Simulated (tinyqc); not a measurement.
G0W0 on RHF in the 6-31g basis, for H2, spin multiplicity 1, step by step. One step of it, computed by the program tinyqc.

Problem. G0W0 on Hartree-Fock: LUMO. W(p,q,m) = sqrt2 sum_ia (pq|ia) (X+Y)_ia,m; Sigma_c(x) = sum_(i,m) W^2/(x - e_i + w_m) + sum_(a,m) W^2/(x - e_a - w_m); solve x = e_p + Sigma_c(x) by Newton steps; Z = 1/(1 - dSigma/dx); 1 hartree = 27.211386 eV.

orbital energies (hartree): MO1 -0.567994, MO2 0.212139, MO3 0.822698, MO4 1.292377

Two-electron integrals over orbitals (pq|rs), unique and non-zero (hartree):
```
(11|11) 0.616311    (21|21) 0.090450    (22|11) 0.436845    (22|22) 0.391072
(31|11) 0.154752    (31|22) 0.056941    (31|31) 0.104038    (32|21) -0.010111
(32|32) 0.034473    (33|11) 0.521489    (33|22) 0.388289    (33|31) 0.119808
(33|33) 0.466633    (41|21) -0.080810   (41|32) -0.032238   (41|41) 0.127420
(42|11) -0.142205   (42|22) -0.061223   (42|31) -0.077234   (42|33) -0.106236
(42|42) 0.073749    (43|21) -0.096980   (43|32) -0.013495   (43|41) 0.125427
(43|43) 0.144779    (44|11) 0.625750    (44|22) 0.445462    (44|31) 0.190396
(44|33) 0.544864    (44|42) -0.167468   (44|44) 0.697652
```

excitation energies w (hartree): 0.921017  1.585169  2.109918

X + Y:
```
            1         2          3
1>2  0.914890  0.000000  -0.066103
1>3  0.000000  0.936651   0.000000
1>4  0.154502  0.000000   0.933438
```

Give: The 12 largest terms at x = e_p; Newton steps; quasiparticle energy of the LUMO; Hartree-Fock value.

Solution.

The 12 largest terms at x = e_p (hartree; W for the signs of X + Y given):
```
q  m        W       term
1  1   0.0994     0.0058
1  3  -0.1151     0.0046
4  2  -0.1023    -0.0039
2  2   0.0754    -0.0036
3  3  -0.0416    -0.0006
3  1  -0.0201  -2.64e-04
```

Newton steps (hartree):
```
step       x  Sigma_c(x)       Z
0     0.2121      0.0020  0.9909
1     0.2141      0.0020  0.9909
2     0.2141      0.0020  0.9909
```

quasiparticle energy of the LUMO = 5.8258 eV

Hartree-Fock value = 5.7726 eV
